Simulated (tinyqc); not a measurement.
## Yield against design margin

Cells fail independently with probability Q(k) = erfc(k/sqrt(2))/2 when the margin is k standard deviations, and Y = exp(-Nb Q(k)). phi = exp(-k^2/2)/sqrt(2 pi).  k = margin/s(dVT). With one spare that repairs any one cell, Y1 = exp(-x)(1 + x), x = Nb Q(k).

Values chosen for this exercise:

| symbol | value | unit | meaning |
|---|---|---|---|
| Nb | 33554432 |  | number of cells |

s(dVT) = 17 mV

Yield against design margin:
```
M (mV)       k        Q(k)  expected failures x           Y          Y1
76      4.4706   3.9002e-6               130.87  1.4580e-57  1.9227e-55
82      4.8235   7.0520e-7               23.663  5.2902e-11   1.3047e-9
86      5.0588   2.1093e-7               7.0775   8.4389e-4   0.0068165
89      5.2353   8.2361e-8               2.7636    0.063065     0.23735
95      5.5882   1.1469e-8              0.38485     0.68055     0.94246
101     5.9412   1.4149e-9             0.047477     0.95363     0.99891
106     6.2353  2.2547e-10            0.0075654     0.99246     0.99997
114     6.7059  1.0010e-11            3.3587e-4     0.99966      1.0000
```

Over a change of the margin from 76 to 114 mV, k goes from 4.47 to 6.71, the expected failures fall by 5.6 decades and the yield goes from 1.46e-57 to 0.9997. The spare helps most at M = 95 mV among the rows, where it lifts the yield from 0.681 to 0.942.

Program tinyqc, `OMP_NUM_THREADS=1 python tinyqc.py 2090022 2090023 out.jsonl`; Intel Xeon 2.30GHz, shared host, one thread, about 0.01 s.
